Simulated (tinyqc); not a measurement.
Junctionless gate-all-around wire, depletion approximation: two steps of the calculation.

A uniformly doped n-type wire of radius R under a surrounding gate; long channel. Below flat band a shell from radius rc to R is fully depleted and the neutral core, at channel potential V (0 at the source, Vd at the drain), carries the current with constant mobility; s = (rc/R)^2 is the share of the cross-section that conducts. The edge of the depleted shell is taken as abrupt, so there is no subthreshold current.

Parameters, values chosen for the exercise; material values close to those of gallium arsenide:
- eps_r = 13 (relative permittivity of the semiconductor)
- eox = 22 (relative permittivity of the gate insulator)
- tox = 4.7 nm (insulator thickness)
- R = 15 nm (wire radius)
- Nd = 3.8e18 cm^-3 (donor density)
- Vfb = 0.82 V (flat-band voltage)
- Vg = 0.54 V (gate voltage)

Constants: q = 1.602176634e-19 C, eps0 = 8.8541878128e-14 F/cm where lengths are in cm. Results are converted to the units shown.

Problem 1. Voltages that deplete the wire. Cox = eps0 eox/(R ln(1 + tox/R)); A = q Nd R^2/(4 eps0 eps_r); B = q Nd R/(2 Cox); VT = Vfb - A - B.

Wanted: Cox; A; B; VT.

Solution 1.

Cox = 4.7644 uF/cm^2
A = 0.29753 V
B = 0.095841 V
VT = 0.42663 V

Of the 0.393 V needed, 24.4 % drops over the insulator. The device is normally off.

Problem 2. Conducting share at the source by Newton steps. With V = 0: f = A (1 - s + s ln s) + B (1 - s) - (Vfb - Vg); f' = A ln s - B; s(new) = s - f/f'.

s at the start = 0.2
A = 0.29752567 V
B = 0.095840851 V

Give: f; f'; s after iteration 1.

Solution 2.

f = -0.06108 V
f' = -0.5747 V
s after iteration 1 = 0.09372

Computed by the program tinyqc: `OMP_NUM_THREADS=1 python tinyqc.py 2460011 2460012 out.jsonl`, one thread of a shared Intel Xeon 2.30GHz, about 0.01 s for the whole run.
